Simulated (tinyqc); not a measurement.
Quasiparticle equation with a plasmon-pole self-energy for two band edges, step by step. Values are carried at full precision from step to step, so a last printed digit may differ when a step is redone from the rounded ones.

For each edge E = e + X + Sc(E), with the correlation part Sc(E) = A[0]/(E - a + w) + A[1]/(E - b - w); a and b are the valence and conduction energies that enter the Green function (a = ev, b = ec in the one-shot scheme). Z = 1/(1 - dSc/dE), dSc/dE = -A[0]/(E - a + w)^2 - A[1]/(E - b - w)^2.

Inputs chosen for the exercise (scales of the order of those of diamond; the results hold for these values, not for the real material):
- ev = 0 eV (mean-field valence top)
- ec = 4 eV (mean-field conduction edge)
- w = 27 eV (pole energy)
- Av = (90.3, 43) eV^2 (weights of the valence state on the hole and electron poles)
- Ac = (51.4, 93) eV^2 (the same for the conduction state)
- Xv = -2.69 eV (exchange minus the mean-field potential, valence)
- Xc = 2.68 eV (the same, conduction)

## Linearised one-shot correction

Evaluate Sc and its slope at the mean-field energy; E = e + Z (X + Sc).

Terms:

| edge | Sc (eV) | dSc/dE | Z | X + Sc (eV) | E (eV) |
|---|---|---|---|---|---|
| valence | 1.9573 | -0.1686 | 0.8557 | -0.7327 | -0.6269 |
| conduction | -1.7864 | -0.1811 | 0.8467 | 0.8936 | 4.7566 |

gap = 5.3836 eV
gap with Z = 1 = 5.6263 eV

The gap opens by 1.384 eV, 45 % of it by lowering the valence top. Setting Z = 1 would overshoot by 0.243 eV. X and Sc have opposite signs and are each larger than the sum they leave, so both must be converged well.

## Solving the equation for the conduction edge

Newton steps on f(E) = E - ec - Xc - Sc(E) from E = ec; the first step is the linearised result.

Iterates:

| step | E (eV) | Sc (eV) | f (eV) |
|---|---|---|---|
| 0 | 4.00000 | -1.78638 | -0.893620 |
| 1 | 4.75663 | -1.92519 | 0.001819 |
| 2 | 4.75509 | -1.92491 | 0.000000 |
| 3 | 4.75509 | -1.92491 | 0.000000 |

The linearisation errs by +1.5 meV, as the shift is only 0.028 of the pole energy.

## All solutions for the valence state

Multiplying out gives a cubic; give its three roots and their weights Z.

roots (eV): -30.350  -0.626  32.285

weights: 0.1104  0.8527  0.0370

The weights add up to 1. The satellite below lies 29.72 eV from the main peak, 10 % more than w: this scheme places plasmon satellites too far out, and gives one where a cumulant form gives a series.

## Updating the energies in the Green function

Solve both equations exactly, put the results in place of a and b, and repeat five times; w is kept.

Cycles (eV):

| cycle | Ev | Ec | gap |
|---|---|---|---|
| 1 | -0.6258 | 4.7551 | 5.3809 |
| 2 | -0.6667 | 4.8127 | 5.4795 |
| 3 | -0.6691 | 4.8173 | 5.4864 |
| 4 | -0.6692 | 4.8177 | 5.4869 |
| 5 | -0.6692 | 4.8177 | 5.4869 |

The update moves the gap by +106 meV from the one-shot value; each cycle shrinks the change to about 0.07 of the one before.

## Checks

- Sum of the weights of the three roots: both 1.000000.
- Newton result against the root by bisection (eV): both 4.75509.

Program tinyqc; command `OMP_NUM_THREADS=1 python tinyqc.py 1880953 1880954 out.jsonl`; about 0.02 s on one thread of a shared Intel(R) Xeon(R) Processor @ 2.30GHz.
